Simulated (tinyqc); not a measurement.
# Metal-interlayer-semiconductor contact, depinning against tunnelling resistance: contact resistivity against the interlayer thickness

Zero bias, n-type semiconductor. Gap states at the semiconductor surface thin out as exp(-be ti), which unpins the barrier; electrons must then cross the interlayer (a rectangular barrier, no voltage drop across it) and the parabolic depleted layer, both by WKB. Energies E are counted from the Fermi level; no image force, parabolic bands.

S = 1/(1 + (1/S0 - 1) exp(-be ti)); phiB = S (phiM - chi) + (1 - S)(Eg - E0); xi = Ec - EF deep inside, from Nd = Nc F(-xi/Vt), F(x) = (2/sqrt(pi)) int_0^infinity sqrt(u) du/(1 + exp(u - x)); band bending U = phiB - xi; E00 = (hbar/2) sqrt(Nd/(eps0 eps_r mt m0)) in volts; A = 4 pi q mA m0 kB^2/h^3. With U = phiB - xi: for xi < E < phiB, y = (E - xi)/U and G1 = (U/E00) [sqrt(1 - y) - y ln((1 + sqrt(1 - y))/sqrt(y))], G1 = 0 above phiB; G2 = 2 ti sqrt(mi max(phiB + dE - E, 0)/C), C = hbar^2/(2 m0); f = 1/(1 + exp(E/Vt)); 1/rho_c = (A T^2/Vt^2) times the integral of exp(-G1 - G2) f over E from xi upwards. Shares under 0.001 % are printed as 0; rows without band bending are left out.

Values chosen for this exercise; semiconductor values close to those of In0.53Ga0.47As; interlayer mass of the order of that in zinc oxide, offset chosen freely:
- T = 400 K (temperature)
- Eg = 0.733 eV (band gap)
- eps_r = 14.1 (relative permittivity)
- chi = 4.45 eV (electron affinity)
- Nc = 3.23e17 cm^-3 (conduction-band density of states at T)
- mt = 0.0413 m0 (tunnelling mass in the semiconductor)
- mA = 0.0417 m0 (Richardson mass)
- Nd = 1.5e19 cm^-3 (donor density)
- E0 = 0.51 eV (charge-neutrality level above the valence band)
- S0 = 0.14 (pinning factor without interlayer)
- phiM = 4.4 eV (metal work function)
- dE = 0.13 eV (conduction-band offset of the interlayer above the semiconductor)
- mi = 0.3 m0 (tunnelling mass in the interlayer)
- be = 5.7 1/nm (decay constant of gap states through the interlayer)

Constants: q = 1.602176634e-19 C, kB = 1.380649e-23 J/K, eps0 = 8.8541878128e-12 F/m, hbar = 1.054571817e-34 J s, h = 6.62607015e-34 J s, m0 = 9.1093837015e-31 kg, Vt = kB T/q, hbar^2/(2 m0) = 0.0380998212 eV nm^2. Results are converted to the units shown.

The same in every row: E00/Vt = 2.73.

Result of one run:

| S | phiB (eV) | rho_c (ohm cm^2) | rho_c with G2 = 0 (ohm cm^2) | peak of the integrand (eV) | share above phiB (%) |
|---|---|---|---|---|---|
| 0.999 | -0.0497 | 1.20e-7 | 6.56e-9 | 0.0803 | 73.5 |

Which interlayer thickness ti gave this result: 0.3, 0.6, 1.2, 1.5 or 2.1 nm?

ti = 1.5 nm.

The whole series:

| ti (nm) | S | phiB (eV) | rho_c (ohm cm^2) | rho_c with G2 = 0 (ohm cm^2) | peak of the integrand (eV) | share above phiB (%) |
|---|---|---|---|---|---|---|
| 0 | 0.140 | 0.185 | 2.19e-8 | 2.19e-8 | -0.0414 | 0.239 |
| 0.3 | 0.474 | 0.0937 | 3.21e-8 | 1.28e-8 | -0.0400 | 2.90 |
| 0.6 | 0.833 | -0.00432 | 3.62e-8 | 7.86e-9 | -0.0399 | 25.2 |
| 0.9 | 0.965 | -0.0404 | 5.09e-8 | 6.79e-9 | -0.0393 | 48.7 |
| 1.2 | 0.993 | -0.0482 | 7.92e-8 | 6.60e-9 | 0.0818 | 62.7 |
| 1.5 | 0.999 | -0.0497 | 1.20e-7 | 6.56e-9 | 0.0803 | 73.5 |
| 1.8 | 1.00 | -0.0499 | 1.68e-7 | 6.55e-9 | 0.0801 | 82.3 |
| 2.1 | 1.00 | -0.0500 | 2.18e-7 | 6.55e-9 | 0.0800 | 88.9 |
| 2.4 | 1.00 | -0.0500 | 2.64e-7 | 6.55e-9 | 0.0800 | 93.5 |

As ti goes from 0 to 2.4, phiB falls from 0.185 to -0.0500 eV and rho_c rises from 2.19e-8 to 2.64e-7 ohm cm^2. No thickness listed beats the bare contact: tunnelling through the layer costs more than the change of the barrier gains. The ratio of rho_c to its value with G2 = 0 runs from 1.00 to 40.3.

Range of the model: The depletion charge would drop about 0.39 V across such an interlayer (eps_r near 8.5) at ti = 1.7 nm and Nd = 1.5e19 cm^-3, against a band bending of 0.49 V; this model leaves that drop out.

tinyqc, about 0.02 s, one thread, Intel Xeon 2.30GHz (shared host): `OMP_NUM_THREADS=1 python tinyqc.py 2270001 2270002 out.jsonl`
